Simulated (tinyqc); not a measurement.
From results back to parameters: electrons shared among three sets of ellipsoidal valleys. Three cases, with inputs chosen for the exercise.

Problem. An ellipsoidal valley with ml > mt has m_d = (ml mt^2)^(1/3) and 1/m_c = (1/ml + 2/mt)/3.

Case 1.

m_d = 0.315311 m0
m_c = 0.247838 m0

Case 2.

m_d = 0.312532 m0
m_c = 0.192483 m0

Case 3.

m_d = 0.323923 m0
m_c = 0.262679 m0

Find: K = ml/mt; ml; mt.

Solution. m_d/m_c = K^(1/3) (2 + 1/K)/3 rises steadily for K > 1, so it fixes K; then mt = m_d/K^(1/3) and ml = K mt.

Case 1.

K = ml/mt = 5.30
ml = 0.959 m0
mt = 0.1808 m0

Case 2.

K = ml/mt = 12.89
ml = 1.718 m0
mt = 0.1333 m0

Case 3.

K = ml/mt = 4.66
ml = 0.904 m0
mt = 0.1939 m0

Computed by tinyqc, one run a case: `OMP_NUM_THREADS=1 python tinyqc.py N N+1 out.jsonl` with N = 1682496, 1682554, 1682609; one thread of a shared Intel(R) Xeon(R) Processor @ 2.30GHz, about 0.01 s a run at most.
